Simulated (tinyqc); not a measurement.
## Donor binding, ionisation and the Mott limit: ionisation against doping

Hydrogenic donor: Ry = (m0 q^3/(8 eps0^2 h^2)) me/eps_r^2 in eV, E0 = cc Ry, radius a = q/(8 pi eps0 eps_r E0), Mott density Nm = (0.26/a)^3. Below Nm the level sinks as Ed = E0 [1 - (N/Nm)^(1/3)]. Neutrality: Nc F12(eta) = N/(1 + 2 exp(eta + Ed/kB T)), F12(x) = (2/sqrt(pi)) int_0^infinity sqrt(u)/(1 + exp(u - x)) du.

The neutrality equation is solved with F12 in each row.

Parameters, values chosen for the exercise; band and dielectric values close to those of germanium: temperature T = 300 K; relative permittivity eps_r = 16.1; mass in the hydrogenic formula, set independently of Nc me = 0.121 m0; conduction-band density of states at 300 K Nc = 1.06e19 cm^-3; ratio of the true binding energy to the hydrogenic one cc = 1.6.

Constants: q = 1.602176634e-19 C, kB = 1.380649e-23 J/K, eps0 = 8.8541878128e-12 F/m, h = 6.62607015e-34 J s, m0 = 9.1093837015e-31 kg, Vt = kB T/q. Results are converted to the units shown.

Result of one run:
```
N/Nm,Ed (meV),ionised (%),ionised with Ed = E0 (%)
0.031518,6.9520,99.840,99.819
```

Which donor density N gave this result: 1.3e14, 2.8e14, 1.3e15, 6.5e15 or 6.8e16 cm^-3?

N = 6.5e15 cm^-3.

The whole series:
```
N (cm^-3),N/Nm,Ed (meV),ionised (%),ionised with Ed = E0 (%)
1.3e14,6.3036e-4,9.2906,99.996,99.996
2.8e14,0.0013577,9.0367,99.993,99.992
6.1e14,0.0029578,8.7032,99.984,99.983
1.3e15,0.0063036,8.2847,99.966,99.964
2.9e15,0.014062,7.7091,99.926,99.919
6.5e15,0.031518,6.9520,99.840,99.819
1.4e16,0.067885,6.0165,99.669,99.612
3.1e16,0.15032,4.7588,99.306,99.147
6.8e16,0.32973,3.1415,98.589,98.164
1.5e17,0.72734,1.0231,97.204,96.108
```

The ionised share falls from 100 to 97.2 %, against 100 to 96.1 % for a fixed level: a higher density raises EF against the level, which fills more donors, while the sinking Ed works the other way.

Range of the model: A sharp level with degeneracy 2 overstates freeze-out near Nm, where the impurity band broadens and merges with the conduction band.

Numbers from tinyqc (`OMP_NUM_THREADS=1 python tinyqc.py 2330065 2330066 out.jsonl`; about 0.01 s on one thread of a shared Intel Xeon 2.30GHz).
